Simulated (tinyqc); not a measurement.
Charge pumping in an n-channel transistor: one step of the calculation.

The gate is pulsed from accumulation to inversion and back. Energies E are counted from the intrinsic level; Dit(E) = D0 [1 + b (2 E/Eg)^2]. During each edge the traps near the bands emit their carriers, and those between Eh and Ee recombine once a cycle.

Problem. Emission levels. ni = sqrt(Nc Nv) exp(-Eg/(2 Vt)), Eg in volts; emission times te = (dV/Va) tf and th = (dV/Va) tr; Ee = -Vt ln(vth sn ni te), Eh = +Vt ln(vth sp ni th).

Inputs (values chosen for the exercise); band and dielectric values close to those of silicon:
- T = 300 K (temperature)
- Eg = 1.12 eV (band gap)
- Nc = 2.75e19 cm^-3 (conduction-band density of states at 300 K)
- Nv = 2.7e19 cm^-3 (valence-band density of states at 300 K)
- sn = 1.5e-16 cm^2 (cross-section for electrons)
- sp = 1.2e-16 cm^2 (cross-section for holes)
- vth = 1e7 cm/s (thermal velocity at 300 K, one nominal value for electrons and holes)
- dV = 1.04 V (Vth - Vfb)
- Va = 2 V (pulse height)
- tr = 330 ns (rise time)
- tf = 170 ns (fall time)

Constants: q = 1.602176634e-19 C, kB = 1.380649e-23 J/K, Vt = kB T/q. Results are converted to the units shown.

Wanted: ni; te; th; Ee; Eh.

Solution.

ni = 1.066e10 cm^-3
te = 88.40 ns
th = 171.6 ns
Ee = 0.3482 eV
Eh = -0.3368 eV

The window covers 61.2 % of the gap.

Range of the model: The Fermi levels of inversion and accumulation are taken to lie beyond Ee and Eh, the flat tops to fill all traps, and no geometric current is added.

Computed by the program tinyqc: `OMP_NUM_THREADS=1 python tinyqc.py 2030036 2030037 out.jsonl`, one thread of a shared Intel Xeon 2.30GHz, about 0.01 s for the whole run.
